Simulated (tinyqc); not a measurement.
Planar metal-insulator-metal capacitor: capacitance, non-linearity, leakage and relaxation: one step of the calculation.

A film between two metal electrodes, each interface adding a series capacitance ci. The small-signal permittivity is ek (1 + aq E^2); the field is found with the linear permittivity. Leakage J = J0 sinh(E/Ef). After a voltage step the film passes a relaxation current kr C V tt^(-nr), tt being the time in seconds.

Task. Planar capacitance, field and non-linearity. Planar film: Cf = eps0 ek/t, 1/C = 1/Cf + 2/ci, EOT = 3.9 eps0/C, effective permittivity C t/eps0, E = (V/t) C/Cf; quadratic coefficient [C(V)/C - 1]/V^2 with Cf (1 + aq E^2) in C(V).

Inputs (values chosen for the exercise); permittivity of the order of that of aluminium oxide:
- ek = 9.51 (relative permittivity of the film)
- t = 7.2 nm (film thickness)
- ci = 1000 uF/cm^2 (capacitance of each electrode interface (dead layer and screening))
- aq = 0.0038 cm^2/MV^2 (quadratic field coefficient of the permittivity)
- V = 0.8 V (bias)
- J0 = 3.6e-11 A/cm^2 (leakage prefactor)
- Ef = 0.27 MV/cm (field for an e-fold rise of the leakage)

Constants: eps0 = 8.8541878128e-14 F/cm where lengths are in cm. Results are converted to the units shown.

Wanted: Cf; C; EOT; effective permittivity; E; quadratic coefficient; J.

Result.

Cf = 1.1695 uF/cm^2
C = 1.1668 uF/cm^2
EOT = 2.9596 nm
effective permittivity = 9.4878
E = 1.1085 MV/cm
quadratic coefficient = 7279.0 ppm/V^2
J = 1.0920e-9 A/cm^2

The interfaces take 0.233 % of the voltage.

Numbers from tinyqc (`OMP_NUM_THREADS=1 python tinyqc.py 2102131 2102132 out.jsonl`; about 0.01 s on one thread of a shared Intel Xeon 2.30GHz).
